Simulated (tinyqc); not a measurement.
Random telegraph noise from one oxide trap in a small MOSFET: two steps of the calculation.

An acceptor-like trap exchanges electrons with the channel. Inversion charge Q = Cox u, u = n Vt W0(exp((Vg - VT)/(n Vt))), W0 the Lambert function, n = nf, Cox = eps0 eox/tox; linear regime Id = (W/L) mu Q Vd. Relative to threshold the surface potential rises by Vt ln(u/u0) and the oxide voltage by the rest of Vg - VT, with u0 = n Vt W0(1).

Parameters, values chosen for the exercise; values of the order met in silicon transistors:
- T = 250 K (temperature)
- eox = 8.85 (relative permittivity of the gate insulator (close to aluminium oxide))
- tox = 9.8 nm (insulator thickness)
- xt = 2.6 nm (depth of the trap from the channel interface)
- E0 = 0.3 eV (trap level above the channel Fermi level at threshold)
- s0 = 5e-16 cm^2 (capture prefactor)
- EB = 0.32 eV (capture barrier (lattice relaxation))
- lt = 0.15 nm (tunnelling decay length)
- vth = 2.2e7 cm/s (thermal velocity)
- zi = 1.9 nm (thickness of the inversion layer)
- VT = 0.26 V (threshold voltage)
- nf = 1.27 (body factor)
- Vg = 1.11 V (gate voltage)

Constants: q = 1.602176634e-19 C, kB = 1.380649e-23 J/K, Vt = kB T/q, eps0 = 8.8541878128e-14 F/cm where lengths are in cm. Results are converted to the units shown.

Task 1. Trap level, time constants and occupancy. N = Cox u/q; dpsi = Vt ln(u/u0); E = E0 - dpsi - (xt/tox)(Vg - VT - dpsi); capture time tc = 1/[(N/zi) vth s0 exp(-xt/lt - EB/Vt)]; emission time te = tc exp(-E/Vt); occupancy te/(tc + te).

Give: u; N; dpsi; E; tc; te; occupancy.

Result 1.

u = 0.75908 V
N = 3.7883e12 cm^-2
dpsi = 0.083807 V
E = 0.012917 eV
tc = 434.11 s
te = 238.34 s
occupancy = 0.35444

The trap lies 0.60 Vt above the Fermi level, so it is empty most of the time.

Task 2. Lorentzian spectrum. Spectrum S(f) = 4 dI^2/{(tc + te)[(1/tc + 1/te)^2 + (2 pi f)^2]}; corner fc = (1/tc + 1/te)/(2 pi); variance dI^2 tc te/(tc + te)^2. Give S at f = 0, at fc and at 10 fc.

tc = 434.11406 s
te = 238.34481 s
dI = 14.245810 nA

Find: fc; S(0); S(fc); S(10 fc); rms current.

Result 2.

fc = 0.0010344 Hz
S(0) = 2.8580e-14 A^2/Hz
S(fc) = 1.4290e-14 A^2/Hz
S(10 fc) = 2.8297e-16 A^2/Hz
rms current = 6.8144 nA

The rms value is 0.478 of the step; it reaches its largest share, 1/2, when tc = te.

Range of the model: VT is taken as given; short-channel effects and the uneven flow of current among few electrons are left out.

Numbers from tinyqc (`OMP_NUM_THREADS=1 python tinyqc.py 2710010 2710011 out.jsonl`; about 0.01 s on one thread of a shared Intel Xeon 2.30GHz).
